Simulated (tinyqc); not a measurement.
From results back to parameters: image-charge renormalisation of a gap near a dielectric or metal. Four cases, with inputs chosen for the exercise.

Problem. A small molecule or defect in vacuum at height z above the image plane of a substrate has both its electron and hole levels stabilised by (e^2/4 pi eps0)(es - 1)/((es + 1) 4 z), so its gap shrinks by twice that. The reduced gap is given.

Constants: e^2/(4 pi eps0) = 14.39964547 eV angstrom.

Case 1.

Values chosen: E0 = 8.69 eV (quasiparticle gap far from the surface); es = 2.3 (dielectric constant of the substrate (1e4: a metal)).

gap near the surface = 8.29607 eV

Case 2.

Values chosen: E0 = 4.21 eV (quasiparticle gap far from the surface); es = 4.5 (dielectric constant of the substrate (1e4: a metal)).

gap near the surface = 3.48275 eV

Case 3.

Values chosen: E0 = 7.28 eV (quasiparticle gap far from the surface); es = 10000 (dielectric constant of the substrate (1e4: a metal)).

gap near the surface = 6.01713 eV

Case 4.

Values chosen: E0 = 2.08 eV (quasiparticle gap far from the surface); es = 10000 (dielectric constant of the substrate (1e4: a metal)).

gap near the surface = 0.48036 eV

Find: reduction; (es - 1)/(es + 1); z.

Solution. z = (e^2/4 pi eps0)(es - 1)/((es + 1) 2 x reduction). Local and hybrid functionals miss this shift, since it is a non-local correlation effect.

Case 1.

reduction = 0.3939 eV
(es - 1)/(es + 1) = 0.3939
z = 7.20 angstrom

Case 2.

reduction = 0.7273 eV
(es - 1)/(es + 1) = 0.6364
z = 6.30 angstrom

Case 3.

reduction = 1.2629 eV
(es - 1)/(es + 1) = 0.9998
z = 5.70 angstrom

Case 4.

reduction = 1.5996 eV
(es - 1)/(es + 1) = 0.9998
z = 4.50 angstrom

Computed by tinyqc, one run a case: `OMP_NUM_THREADS=1 python tinyqc.py N N+1 out.jsonl` with N = 1880873, 1880899, 1880914, 1880926; one thread of a shared Intel(R) Xeon(R) Processor @ 2.30GHz, about 0.02 s a run at most.
